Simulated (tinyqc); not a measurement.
Nudged elastic band on a two-dimensional model surface: one step, computed by the program tinyqc. Command: `OMP_NUM_THREADS=1 python tinyqc.py 3012552 3012553 out.jsonl neb walk`. One thread of a shared host (Intel(R) Xeon(R) Processor @ 2.30GHz), about 0.1 s of CPU time with the checks.

V(x, y) = -A (cos kx + cos ky) - B cos kx cos ky + (C sin ky + S sin kx)(1 - cos kx), k = 2 pi/a; the atom hops from the minimum at (0, 0) to that at (a, 0).

Question. Iteration 2. Tangent at image i: towards the higher neighbour if the energies rise or fall through i; at a maximum or minimum, tau = t+ dmax + t- dmin if V(i+1) > V(i-1), else t+ dmin + t- dmax, with t+ = R(i+1) - R(i), t- = R(i) - R(i-1) and dmax, dmin the larger and smaller of |V(i+1) - V(i)| and |V(i-1) - V(i)|; then normalise. Force F = -grad V + (grad V.tau) tau + k_s (|t+| - |t-|) tau. With a climbing image, the highest image feels instead F = -grad V + 2 (grad V.tau) tau and no spring. Update R(new) = R + eta F; the end points stay fixed.

Inputs (values chosen for the exercise, for a model surface):
```
quantity             value           unit
amplitude A           0.28             eV
amplitude B          0.056             eV
skew C                0.12             eV
asymmetry S          0.043             eV
period a               3.9       angstrom
spring constant k_s   0.51  eV/angstrom^2
step factor eta       0.33  angstrom^2/eV
```

Surface: adatom on a square lattice. Climbing image: on.

images after iteration 1 (angstrom):
```
                x          y
image 1  0.975000  -0.063798
image 2  1.904278  -0.127597
image 3  2.925000  -0.063798
```

positions (angstrom):
```
               x          y
start   0.000000   0.000000
end     3.900000   0.000000
saddle  1.746976  -0.496486
```

Give: unit tangents; forces; images after iteration 2.

Answer.

unit tangents:
```
               x         y
image 1  0.99765  -0.06849
image 2  0.99996  -0.00919
image 3  0.99805   0.06238
```

forces (eV/angstrom):
```
                x         y
image 1  -0.03596  -0.18408
image 2  -0.10640  -0.30238
image 3  -0.01238  -0.17503
```

images after iteration 2 (angstrom):
```
              x        y
image 1  0.9631  -0.1245
image 2  1.8692  -0.2274
image 3  2.9209  -0.1216
```
